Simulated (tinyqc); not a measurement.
Worked calculation: Lorentz oscillators and the Kramers-Kronig relations. Values are carried at full precision from step to step, so a last printed digit may differ when a step is redone from the rounded ones.

eps(E) = 1 + sum_j S_j/(E0_j^2 - E^2 - i G_j E).

Constants: hbar c = 1973.269805 eV angstrom; hbar^2/2m0 = 3.80998211 eV angstrom^2; e^2/(4 pi eps0) = 14.39964547 eV angstrom.

Inputs chosen for the exercise:
```
symbol  value    unit  meaning
E0      (4.38)   eV    resonances
G       (0.56)   eV    widths
S       (110.9)  eV^2  strengths
E       6.1      eV    photon energy
h       0.25     eV    grid step
M       30             grid points E_j = j h
i       3              grid index at which eps1 is wanted
```

## Dielectric function at one energy

Evaluate each oscillator and the sum.

terms: -5.9391+1.1255i

eps(E) = -4.9391+1.1255i
eps(0) = 6.7807

## Optical constants

n + i k = sqrt(eps1 + i eps2) with k >= 0; R = ((n - 1)^2 + k^2)/((n + 1)^2 + k^2) at normal incidence from vacuum; alpha = 2 E k/(hbar c), times 1e8 for 1/cm; loss function Im(-1/eps) = eps2/(eps1^2 + eps2^2).

Convert eps at the photon energy E into the optical constants.

n = 0.2516
k = 2.2366
R = 0.8468
alpha = 1.38e+06 1/cm
loss function = 0.0439
vacuum wavelength hc/E (hc = 1239.841984 eV nm) = 203.3 nm

The intensity falls to 1/e within 7.23 nm. eps1 is negative, so k exceeds n, as in a metal below its plasma energy; R is 0.85.

## Absorptive part on the grid

Tabulate eps2 at E_j = j h.

eps2(E_j), j = 1 .. M: 0.0425  0.0866  0.1342  0.1876  0.2496  0.3240  0.4166  0.5358  0.6951  0.9173  1.2426  1.7487  2.5993  4.1859  7.5999  16.3884  38.1251  37.3326  15.9567  7.4535  4.1357  2.5890  1.7594  1.2672  0.9528  0.7403  0.5903  0.4807  0.3983  0.3347

## eps1 at one grid point

Kramers-Kronig: eps1(E) = 1 + (2/pi) P integral_0^infinity E1 eps2(E1)/(E1^2 - E^2) dE1. Maclaurin rule on the grid E_j = j h, j = 1 .. M: eps1(E_i) = 1 + (4 h/pi) sum over j with j - i odd of E_j eps2(E_j)/(E_j^2 - E_i^2); nothing is added above E_M.

List the terms E_j eps2_j/(E_j^2 - E_i^2) for j - i odd, add them and form eps1.

terms in order of j (1/eV): -0.1386  0.4289  0.2880  0.3117  0.4032  0.6218  1.2535  4.2464  8.5332  1.5250  0.4796  0.2146  0.1154  0.0695  0.0451

sum = 18.397 1/eV
eps1(E_i) = 6.856

The oscillator formula gives 6.952 at E_i = 0.75 eV. The rule samples every 2h = 0.5 eV against a narrowest width of 0.56 eV and stops at 7.5 eV; coarse sampling and the missing tail make the difference.

## The f-sum on the grid

W(E_M) = (2/pi) h sum_j E_j eps2_j, with half weight on the last point; the full integral equals sum S_j = (hbar omega_p)^2, and the electron density follows from (hbar omega_p)^2 = 8 pi c (e^2/(4 pi eps0)) N with c = hbar^2/2m0.

W(E_M) = 103.71 eV^2
sum S = 110.90 eV^2
share reached on this grid (a step near the line widths can inflate it) = 0.935
hbar omega_p = 10.531 eV
N = 8.04e+22 1/cm^3

## Checks

- The value of eps1 at 6.113 eV from a fine, long grid (with the tail of eps2 ~ 1/E^3 added) against the oscillator formula: both -4.89.

tinyqc: `OMP_NUM_THREADS=1 python tinyqc.py 1651517 1651518 out.jsonl`; about 0.1 s, one thread, shared Intel(R) Xeon(R) Processor @ 2.30GHz.
